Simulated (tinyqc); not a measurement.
Inside a calculation. Model: sheet resistance and Hall data of a diffused or implanted layer. Computed by tinyqc, a small Python program that keeps every step. Command: `OMP_NUM_THREADS=1 python tinyqc.py 3013508 3013509 out.jsonl layer walk`. One thread of a shared host (Intel(R) Xeon(R) Processor @ 2.30GHz), about 0.01 s of CPU time with the checks. Intermediate numbers are printed to about 6 digits and carried at full precision; extremes and crossings named in words are read from the listed rows.

Carriers are taken equal to the net active doping down to the junction (full ionisation, which deep dopants in wide-gap hosts do not reach; no spill-over, no depletion), and the Hall factor is 1.

Inputs (values chosen for the exercise, modelled on donors in germanium):

| quantity | value | unit |
|---|---|---|
| mu_min | 290 | cm^2/(V s) |
| mu_max | 3840 | cm^2/(V s) |
| N_ref | 1.1e+17 | 1/cm^3 |
| exponent alpha | 0.53 | - |
| peak concentration N_0 | 2.7e+19 | 1/cm^3 |
| length scale l | 26 | nm |
| background doping N_B (opposite type) | 2.4e+16 | 1/cm^3 |
| probe current I | 0.1 | mA |
| magnetic field B | 0.3 | T |

Profile: box. Activation: complete.

Constants: e = 1.602176634e-19 C.

## Dose and junction depth

N(x) = N_0 down to x_j = l, dose N_0 l.

dose = 7.02e+13 1/cm^2

junction depth x_j = 26 nm

## Sheet values

Mobility mu = mu_min + (mu_max - mu_min)/(1 + (N_t/N_ref)^alpha), N_t = active doping + N_B; carriers n = active doping - N_B, all dopants active. Integrals from x_0 (0 unless stated) to x_j by the midpoint rule on 400 even intervals: 1/R_s = e int n mu dx; sheet density n_s = int n dx; Hall sheet density (int n mu dx)^2/int n mu^2 dx; Hall mobility int n mu^2 dx/int n mu dx. Mean conductivity 1/(R_s x_j); mean mobility 1/(e n_s R_s).

sheet resistance R_s = 188.472 ohm

sheet density n_s = 7.01376e+13 1/cm^2

mean mobility = 472.164 cm^2/(V s)

Hall sheet density = 7.01376e+13 1/cm^2

Hall mobility = 472.164 cm^2/(V s)

mean conductivity 1/(R_s x_j) = 2040.71 S/cm

Carriers amount to 99.9 % of the dose. A Hall measurement reports 100.0 % of n_s, exactly n_s for a uniform layer.

## What the probes read

Collinear four-point probe on a large thin layer: V = I R_s ln(2)/pi. Van der Pauw on a symmetric sample: R = R_s ln(2)/pi as well. Hall voltage V_H = I B/(e x Hall sheet density); tangent of the Hall angle V_H/(I R_s).

four-point voltage = 4.15836 mV

Hall voltage = 0.266968 mV

tangent of the Hall angle = 0.0141649

## Shortcuts against the integral

Shortcuts: R_s = 1/(e Q mu) with the dose Q and the mobility at the (active) peak concentration; 1/(e n_s mu) with mu at N_t = n_s/x_j + N_B; 1/(e Q mu_max).

Sheet resistances:

| method | R_s (ohm) | deviation (%) |
|---|---|---|
| integral | 188.472 | 0.0000 |
| dose, mobility at the peak | 188.304 | -0.0889 |
| n_s, mobility at the mean concentration | 188.439 | -0.0172 |
| dose, mu_max | 23.154 | -87.7150 |

The closest shortcut is «n_s, mobility at the mean concentration» (0.0 %).

Checks made by the program: conductance integral against adaptive quadrature (relative difference below 1e-10).
